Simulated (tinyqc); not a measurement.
Inside a calculation. Method: RKS/LDA (PW92) in the sto-6g basis, for Li-, spin multiplicity 1. The basis has no diffuse functions, so it cannot describe the extra electron: this is an exercise in the method, not the real anion. Computed by tinyqc, a small Python program that keeps every step (integrals from PySCF). Settings: charge = -1, multiplicity = 1, basis = sto-6g, energy threshold = 1e-09, iteration cap = 58, orthogonalisation = symmetric, start = atomic densities, DIIS depth = 6, method = RKS, functional = lda,pw, grid = [40, 14]. Command: `OMP_NUM_THREADS=1 python tinyqc.py 22466 22467 out.jsonl` (the two numbers bound the seeds that draw the settings). One thread of a shared host (Intel(R) Xeon(R) Processor @ 2.60GHz), about 0.1 s of CPU time with the checks. Later iterations appear only in the table of the cycle.

## One-electron integrals

Geometry (angstrom):

| atom | x | y | z |
|---|---|---|---|
| Li | 0.000000 | 0.000000 | 0.000000 |

Basis sto-6g: exponents (1/bohr^2) and contraction coefficients of normalised primitives:

| element | l (shell) | exponent | coefficient |
|---|---|---|---|
| Li | s (1) | 167.175846 | 0.009164 |
| Li | s (1) | 30.651508 | 0.049361 |
| Li | s (1) | 8.575187 | 0.168538 |
| Li | s (1) | 2.945808 | 0.370563 |
| Li | s (1) | 1.143944 | 0.416492 |
| Li | s (1) | 0.471139 | 0.130334 |
| Li | s (2) | 6.597564 | -0.013253 |
| Li | s (2) | 1.305830 | -0.046992 |
| Li | s (2) | 0.405851 | -0.033785 |
| Li | s (2) | 0.156146 | 0.250242 |
| Li | s (2) | 0.067814 | 0.595117 |
| Li | s (2) | 0.031084 | 0.240706 |
| Li | p (3) | 6.597564 | 0.003760 |
| Li | p (3) | 1.305830 | 0.037679 |
| Li | p (3) | 0.405851 | 0.173897 |
| Li | p (3) | 0.156146 | 0.418036 |
| Li | p (3) | 0.067814 | 0.425860 |
| Li | p (3) | 0.031084 | 0.101708 |

Overlap, kinetic and nuclear-attraction integrals over the contracted functions; the nuclear repulsion is the sum of Za Zb / Rab.

nuclear repulsion = 0 hartree

overlap S:
```
           1Li 1s    1Li 2s   1Li 2px   1Li 2py   1Li 2pz
1Li 1s   1.000000  0.235742  0.000000  0.000000  0.000000
1Li 2s   0.235742  1.000000  0.000000  0.000000  0.000000
1Li 2px  0.000000  0.000000  1.000000  0.000000  0.000000
1Li 2py  0.000000  0.000000  0.000000  1.000000  0.000000
1Li 2pz  0.000000  0.000000  0.000000  0.000000  1.000000
```

kinetic energy T (hartree):
```
            1Li 1s     1Li 2s   1Li 2px   1Li 2py   1Li 2pz
1Li 1s    3.616742  -0.110723  0.000000  0.000000  0.000000
1Li 2s   -0.110723   0.106524  0.000000  0.000000  0.000000
1Li 2px   0.000000   0.000000  0.320007  0.000000  0.000000
1Li 2py   0.000000   0.000000  0.000000  0.320007  0.000000
1Li 2pz   0.000000   0.000000  0.000000  0.000000  0.320007
```

nuclear attraction V (hartree):
```
            1Li 1s     1Li 2s    1Li 2px    1Li 2py    1Li 2pz
1Li 1s   -8.067144  -0.828362   0.000000   0.000000   0.000000
1Li 2s   -0.828362  -1.200045   0.000000   0.000000   0.000000
1Li 2px   0.000000   0.000000  -1.199992   0.000000   0.000000
1Li 2py   0.000000   0.000000   0.000000  -1.199992   0.000000
1Li 2pz   0.000000   0.000000   0.000000   0.000000  -1.199992
```

core Hamiltonian H = T + V (hartree):
```
            1Li 1s     1Li 2s    1Li 2px    1Li 2py    1Li 2pz
1Li 1s   -4.450402  -0.939085   0.000000   0.000000   0.000000
1Li 2s   -0.939085  -1.093522   0.000000   0.000000   0.000000
1Li 2px   0.000000   0.000000  -0.879985   0.000000   0.000000
1Li 2py   0.000000   0.000000   0.000000  -0.879985   0.000000
1Li 2pz   0.000000   0.000000   0.000000   0.000000  -0.879985
```

## Two-electron integrals

Functions are numbered as in S; the eight-fold symmetry (ij|kl) = (ji|kl) = (kl|ij) leaves the list below.

Two-electron integrals (ij|kl) in chemists' order, unique and non-zero (hartree):
```
(11|11) 1.681247   (21|11) 0.242603   (21|21) 0.044507   (22|11) 0.397190
(22|21) 0.090279   (22|22) 0.290625   (31|31) 0.009437   (32|31) 0.014261
(32|32) 0.064236   (33|11) 0.397190   (33|21) 0.090279   (33|22) 0.290625
(33|33) 0.313125   (41|41) 0.009437   (42|41) 0.014261   (42|42) 0.064236
(43|43) 0.016875   (44|11) 0.397190   (44|21) 0.090279   (44|22) 0.290625
(44|33) 0.279374   (44|44) 0.313125   (51|51) 0.009437   (52|51) 0.014261
(52|52) 0.064236   (53|53) 0.016875   (54|54) 0.016875   (55|11) 0.397190
(55|21) 0.090279   (55|22) 0.290625   (55|33) 0.279374   (55|44) 0.279374
(55|55) 0.313125
```

## Orthogonalisation

S = U s U^T; symmetric (Loewdin) form X = U s^(-1/2) U^T, so that X^T S X = 1.

eigenvalues of S: 0.764258  1.000000  1.000000  1.000000  1.235742

X:
```
            1Li 1s     1Li 2s   1Li 2px   1Li 2py   1Li 2pz
1Li 1s    1.021726  -0.122153  0.000000  0.000000  0.000000
1Li 2s   -0.122153   1.021726  0.000000  0.000000  0.000000
1Li 2px   0.000000   0.000000  1.000000  0.000000  0.000000
1Li 2py   0.000000   0.000000  0.000000  1.000000  0.000000
1Li 2pz   0.000000   0.000000  0.000000  0.000000  1.000000
```

## Starting guess

The start is atomic minimal-basis densities projected into this basis (PySCF's MINAO start) and scaled to the electron count of each spin; this density is not idempotent, so its energy is not variational and may lie below the converged one.

D at the start:
```
            1Li 1s     1Li 2s   1Li 2px   1Li 2py   1Li 2pz
1Li 1s    2.776196  -0.303691  0.000000  0.000000  0.000000
1Li 2s   -0.303691   1.366990  0.000000  0.000000  0.000000
1Li 2px   0.000000   0.000000  0.000000  0.000000  0.000000
1Li 2py   0.000000   0.000000  0.000000  0.000000  0.000000
1Li 2pz   0.000000   0.000000  0.000000  0.000000  0.000000
```

## Iteration 1: exchange-correlation on the grid

Becke grid with 40 radial and 14 angular points per atom, points of zero weight dropped. rho = sum D_ij phi_i phi_j; V_xc,ij = sum w v_xc phi_i phi_j; v_xc is d(rho eps)/d rho.

The 12 grid points with the largest w rho, of 560 (bohr, atomic units):

| x | y | z | w | rho | eps_xc | v_xc |
|---|---|---|---|---|---|---|
| -0.307302 | 0.307302 | -0.307302 | 0.032381 | 0.963629 | -0.800388 | -1.051796 |
| 0.307302 | -0.307302 | -0.307302 | 0.032381 | 0.963629 | -0.800388 | -1.051796 |
| 0.307302 | 0.307302 | -0.307302 | 0.032381 | 0.963629 | -0.800388 | -1.051796 |
| -0.307302 | 0.307302 | 0.307302 | 0.032381 | 0.963629 | -0.800388 | -1.051796 |
| -0.307302 | -0.307302 | -0.307302 | 0.032381 | 0.963629 | -0.800388 | -1.051796 |
| -0.307302 | -0.307302 | 0.307302 | 0.032381 | 0.963629 | -0.800388 | -1.051796 |
| 0.307302 | -0.307302 | 0.307302 | 0.032381 | 0.963629 | -0.800388 | -1.051796 |
| 0.307302 | 0.307302 | 0.307302 | 0.032381 | 0.963629 | -0.800388 | -1.051796 |
| -0.242604 | 0.242604 | 0.242604 | 0.017159 | 1.773349 | -0.969947 | -1.276397 |
| 0.242604 | 0.242604 | -0.242604 | 0.017159 | 1.773349 | -0.969947 | -1.276397 |
| -0.242604 | -0.242604 | 0.242604 | 0.017159 | 1.773349 | -0.969947 | -1.276397 |
| 0.242604 | -0.242604 | 0.242604 | 0.017159 | 1.773349 | -0.969947 | -1.276397 |

electrons on the grid, sum of w rho = 4.000000

E_xc = sum of w rho eps_xc = -2.57262560 hartree

V_xc (hartree):
```
            1Li 1s     1Li 2s    1Li 2px    1Li 2py    1Li 2pz
1Li 1s   -1.149786  -0.135263   0.000000   0.000000   0.000000
1Li 2s   -0.135263  -0.199171   0.000000   0.000000   0.000000
1Li 2px   0.000000   0.000000  -0.199174   0.000000   0.000000
1Li 2py   0.000000   0.000000   0.000000  -0.199174   0.000000
1Li 2pz   0.000000   0.000000   0.000000   0.000000  -0.199174
```

## Iteration 1: building the Kohn-Sham matrix

J_ij = sum D_kl (ij|kl); F = H + J + V_xc; E = tr D H + tr D J / 2 + E_xc + E_nn.

Coulomb J (hartree):
```
           1Li 1s    1Li 2s   1Li 2px   1Li 2py   1Li 2pz
1Li 1s   5.063072  0.769890  0.000000  0.000000  0.000000
1Li 2s   0.769890  1.445124  0.000000  0.000000  0.000000
1Li 2px  0.000000  0.000000  1.445125  0.000000  0.000000
1Li 2py  0.000000  0.000000  0.000000  1.445125  0.000000
1Li 2pz  0.000000  0.000000  0.000000  0.000000  1.445125
```

Kohn-Sham matrix F (hartree):
```
            1Li 1s     1Li 2s   1Li 2px   1Li 2py   1Li 2pz
1Li 1s   -0.537116  -0.304458  0.000000  0.000000  0.000000
1Li 2s   -0.304458   0.152431  0.000000  0.000000  0.000000
1Li 2px   0.000000   0.000000  0.365967  0.000000  0.000000
1Li 2py   0.000000   0.000000  0.000000  0.365967  0.000000
1Li 2pz   0.000000   0.000000  0.000000  0.000000  0.365967
```

total energy of this density = -8.07029669 hartree

This density is the starting one; it is not idempotent, so its energy is not variational and may lie below the converged one.

## Iteration 1: diagonalisation and new density

Diagonalise F' = X^T F X, C = X C', fill 2 alpha and 2 beta electrons from the bottom; D = 2 C_occ C_occ^T. Each column has its largest component positive (the first on a tie).

F' = X^T F X (hartree):
```
           1          2         3         4         5
1  -0.482436  -0.274362  0.000000  0.000000  0.000000
2  -0.274362   0.227109  0.000000  0.000000  0.000000
3   0.000000   0.000000  0.365967  0.000000  0.000000
4   0.000000   0.000000  0.000000  0.365967  0.000000
5   0.000000   0.000000  0.000000  0.000000  0.365967
```

orbital energies (hartree): MO1 -0.576148, MO2 0.320821, MO3 0.365967, MO4 0.365967, MO5 0.365967

coefficients C:
```
              MO1        MO2        MO3        MO4       MO5
1Li 1s   0.927397  -0.445846   0.000000   0.000000  0.000000
1Li 2s   0.214654   1.006364   0.000000   0.000000  0.000000
1Li 2px  0.000000   0.000000  -0.642424  -0.408813  0.648200
1Li 2py  0.000000   0.000000   0.216770   0.714348  0.665370
1Li 2pz  0.000000   0.000000   0.735053  -0.567960  0.370295
```

D after iteration 1:
```
            1Li 1s     1Li 2s   1Li 2px   1Li 2py   1Li 2pz
1Li 1s    2.117689  -0.499229  0.000000  0.000000  0.000000
1Li 2s   -0.499229   2.117689  0.000000  0.000000  0.000000
1Li 2px   0.000000   0.000000  0.000000  0.000000  0.000000
1Li 2py   0.000000   0.000000  0.000000  0.000000  0.000000
1Li 2pz   0.000000   0.000000  0.000000  0.000000  0.000000
```

Within a degenerate level the vectors are fixed only up to a rotation; this is one choice.

## Iteration 2: exchange-correlation on the grid

As before.

The 12 grid points with the largest w rho, of 560 (bohr, atomic units):

| x | y | z | w | rho | eps_xc | v_xc |
|---|---|---|---|---|---|---|
| -0.307302 | 0.307302 | 0.307302 | 0.032381 | 0.718903 | -0.730116 | -0.958787 |
| -0.307302 | -0.307302 | -0.307302 | 0.032381 | 0.718903 | -0.730116 | -0.958787 |
| 0.307302 | 0.307302 | 0.307302 | 0.032381 | 0.718903 | -0.730116 | -0.958787 |
| 0.307302 | -0.307302 | -0.307302 | 0.032381 | 0.718903 | -0.730116 | -0.958787 |
| -0.307302 | 0.307302 | -0.307302 | 0.032381 | 0.718903 | -0.730116 | -0.958787 |
| 0.307302 | 0.307302 | -0.307302 | 0.032381 | 0.718903 | -0.730116 | -0.958787 |
| -0.307302 | -0.307302 | 0.307302 | 0.032381 | 0.718903 | -0.730116 | -0.958787 |
| 0.307302 | -0.307302 | 0.307302 | 0.032381 | 0.718903 | -0.730116 | -0.958787 |
| 0.242604 | -0.242604 | 0.242604 | 0.017159 | 1.332165 | -0.886235 | -1.165481 |
| 0.242604 | 0.242604 | -0.242604 | 0.017159 | 1.332165 | -0.886235 | -1.165481 |
| -0.242604 | -0.242604 | -0.242604 | 0.017159 | 1.332165 | -0.886235 | -1.165481 |
| -0.242604 | 0.242604 | 0.242604 | 0.017159 | 1.332165 | -0.886235 | -1.165481 |

electrons on the grid, sum of w rho = 4.000000

E_xc = sum of w rho eps_xc = -1.95229725 hartree

V_xc (hartree):
```
            1Li 1s     1Li 2s    1Li 2px    1Li 2py    1Li 2pz
1Li 1s   -1.051987  -0.127417   0.000000   0.000000   0.000000
1Li 2s   -0.127417  -0.218243   0.000000   0.000000   0.000000
1Li 2px   0.000000   0.000000  -0.218243   0.000000   0.000000
1Li 2py   0.000000   0.000000   0.000000  -0.218243   0.000000
1Li 2pz   0.000000   0.000000   0.000000   0.000000  -0.218243
```

## Iteration 2: building the Kohn-Sham matrix

As before.

Coulomb J (hartree):
```
           1Li 1s    1Li 2s   1Li 2px   1Li 2py   1Li 2pz
1Li 1s   4.159254  0.660501  0.000000  0.000000  0.000000
1Li 2s   0.660501  1.366438  0.000000  0.000000  0.000000
1Li 2px  0.000000  0.000000  1.366439  0.000000  0.000000
1Li 2py  0.000000  0.000000  0.000000  1.366439  0.000000
1Li 2pz  0.000000  0.000000  0.000000  0.000000  1.366439
```

Kohn-Sham matrix F (hartree):
```
            1Li 1s     1Li 2s   1Li 2px   1Li 2py   1Li 2pz
1Li 1s   -1.343134  -0.406000  0.000000  0.000000  0.000000
1Li 2s   -0.406000   0.054673  0.000000  0.000000  0.000000
1Li 2px   0.000000   0.000000  0.268211  0.000000  0.000000
1Li 2py   0.000000   0.000000  0.000000  0.268211  0.000000
1Li 2pz   0.000000   0.000000  0.000000  0.000000  0.268211
```

total energy of this density = -7.23386070 hartree

## Iteration 2: DIIS over 2 matrices

error matrix X^T (FDS - SDF) X:
```
          1         2         3         4         5
1  0.000000  0.000000  0.000000  0.000000  0.000000
2  0.000000  0.000000  0.000000  0.000000  0.000000
3  0.000000  0.000000  0.000000  0.000000  0.000000
4  0.000000  0.000000  0.000000  0.000000  0.000000
5  0.000000  0.000000  0.000000  0.000000  0.000000
```

B (overlaps of the stored error matrices):
```
               1              2
1  1.1976005e-01  0.0000000e+00
2  0.0000000e+00  0.0000000e+00
```

Minimise |sum c_i e_i|^2 with sum c_i = 1: solve [B -1; -1 0][c; lambda] = [0; -1] with B_ij = tr e_i^T e_j, and take F = sum c_i F_i.

DIIS coefficients: 0.000000  1.000000

extrapolated F (hartree):
```
            1Li 1s     1Li 2s   1Li 2px   1Li 2py   1Li 2pz
1Li 1s   -1.343134  -0.406000  0.000000  0.000000  0.000000
1Li 2s   -0.406000   0.054673  0.000000  0.000000  0.000000
1Li 2px   0.000000   0.000000  0.268211  0.000000  0.000000
1Li 2py   0.000000   0.000000  0.000000  0.268211  0.000000
1Li 2pz   0.000000   0.000000  0.000000  0.000000  0.268211
```

## Iteration 2: diagonalisation and new density

As before.

F' = X^T F X (hartree):
```
           1          2         3         4         5
1  -1.299970  -0.269082  0.000000  0.000000  0.000000
2  -0.269082   0.138377  0.000000  0.000000  0.000000
3   0.000000   0.000000  0.268211  0.000000  0.000000
4   0.000000   0.000000  0.000000  0.268211  0.000000
5   0.000000   0.000000  0.000000  0.000000  0.268211
```

orbital energies (hartree): MO1 -1.348661, MO2 0.187067, MO3 0.268211, MO4 0.268211, MO5 0.268211

coefficients C:
```
              MO1        MO2        MO3        MO4        MO5
1Li 1s   0.983647  -0.302130   0.000000   0.000000   0.000000
1Li 2s   0.061727   1.027149   0.000000   0.000000   0.000000
1Li 2px  0.000000   0.000000  -0.340689  -0.020995   0.939942
1Li 2py  0.000000   0.000000   0.882508   0.337609   0.327413
1Li 2pz  0.000000   0.000000  -0.324207   0.941052  -0.096491
```

D after iteration 2:
```
            1Li 1s     1Li 2s   1Li 2px   1Li 2py   1Li 2pz
1Li 1s    2.117689  -0.499229  0.000000  0.000000  0.000000
1Li 2s   -0.499229   2.117689  0.000000  0.000000  0.000000
1Li 2px   0.000000   0.000000  0.000000  0.000000  0.000000
1Li 2py   0.000000   0.000000  0.000000  0.000000  0.000000
1Li 2pz   0.000000   0.000000  0.000000  0.000000  0.000000
```

Within a degenerate level the vectors are fixed only up to a rotation; this is one choice.

## Iteration 3 (converged): orbitals

converged F (hartree):
```
            1Li 1s     1Li 2s   1Li 2px   1Li 2py   1Li 2pz
1Li 1s   -1.343134  -0.406000  0.000000  0.000000  0.000000
1Li 2s   -0.406000   0.054673  0.000000  0.000000  0.000000
1Li 2px   0.000000   0.000000  0.268211  0.000000  0.000000
1Li 2py   0.000000   0.000000  0.000000  0.268211  0.000000
1Li 2pz   0.000000   0.000000  0.000000  0.000000  0.268211
```

As before.

F' = X^T F X (hartree):
```
           1          2         3         4         5
1  -1.299970  -0.269082  0.000000  0.000000  0.000000
2  -0.269082   0.138377  0.000000  0.000000  0.000000
3   0.000000   0.000000  0.268211  0.000000  0.000000
4   0.000000   0.000000  0.000000  0.268211  0.000000
5   0.000000   0.000000  0.000000  0.000000  0.268211
```

orbital energies (hartree): MO1 -1.348661, MO2 0.187067, MO3 0.268211, MO4 0.268211, MO5 0.268211

coefficients C:
```
              MO1        MO2        MO3        MO4        MO5
1Li 1s   0.983647  -0.302130   0.000000   0.000000   0.000000
1Li 2s   0.061727   1.027149   0.000000   0.000000   0.000000
1Li 2px  0.000000   0.000000   0.736397   0.662547  -0.136934
1Li 2py  0.000000   0.000000   0.249216  -0.077479   0.965344
1Li 2pz  0.000000   0.000000  -0.628976   0.745002   0.222172
```

D after iteration 3:
```
            1Li 1s     1Li 2s   1Li 2px   1Li 2py   1Li 2pz
1Li 1s    2.117689  -0.499229  0.000000  0.000000  0.000000
1Li 2s   -0.499229   2.117689  0.000000  0.000000  0.000000
1Li 2px   0.000000   0.000000  0.000000  0.000000  0.000000
1Li 2py   0.000000   0.000000  0.000000  0.000000  0.000000
1Li 2pz   0.000000   0.000000  0.000000  0.000000  0.000000
```

Within a degenerate level the vectors are fixed only up to a rotation; this is one choice.

## Convergence

Stop when the energy changes by less than 1e-09 hartree and every element of the error matrix X^T (F D S - S D F) X is below 9e-06.

Course of the cycle:

| iteration | E (hartree) | change | largest element of the error matrix |
|---|---|---|---|
| 1 | -8.07029669 | - | 2.45e-01 |
| 2 | -7.23386070 | 8.36e-01 | 4.77e-16 |
| 3 | -7.23386070 | 0.000000 | 4.49e-16 |

PySCF RKS in the same basis, fine grid = -7.23386067 hartree

Converged in 3 iterations.

## Populations

Mulliken: Z minus the diagonal of D S on the atom; Loewdin: the same with S^(1/2) D S^(1/2).

Charges (e):

| atom | Mulliken | Loewdin |
|---|---|---|
| 1Li | -1.000000 | -1.000000 |
